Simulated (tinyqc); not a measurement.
Koster-Slater impurity in a tight-binding band, by Green functions and by supercells: one step, computed by the program tinyqc. Command: `OMP_NUM_THREADS=1 python tinyqc.py 3023235 3023236 out.jsonl kosterslater walk`. One thread of a shared host (Intel(R) Xeon(R) Processor @ 2.30GHz), about 0.06 s of CPU time with the checks.

One orbital per site, e(k) = -2 t sum cos(k_i) over 3 direction(s), band from -6 t to 6 t, lattice constant 1. One site has the extra energy U. Spin is left out.

Task: The level in the supercell. In a periodic cell of N sites along each direction with Bloch vector K, the level solves 1/U = N^-d sum_k 1/(E - e(k)), k_i = (2 pi m_i + K_i)/N, m_i = 0..N-1; the outermost root on the side of U is taken (bisection). d is the number of directions. Gamma means K_i = 0, the zone corner K_i = pi, the quarter point K_i = pi/2. The error is measured against the isolated level E_b.

Inputs (values chosen for the exercise, for a model band): hopping t = 0.41 eV; impurity potential U = 3.32 eV; supercell edge N = 2 sites.

Lattice: simple cubic.

level E_b = 3.639412 eV

Give: level at Gamma; level at the corner; level at the quarter point; error at Gamma; width between Gamma and the corner.

Result:

level at Gamma = 3.955 eV

level at the corner = 3.32 eV

level at the quarter point = 3.632 eV

error at Gamma = 0.3160 eV

width between Gamma and the corner = 0.6354 eV

Images turn the level into a band 0.635 eV wide; the quarter point misses the isolated level by -0.0073 eV, far less than Gamma, because the leading hopping between images averages out there.
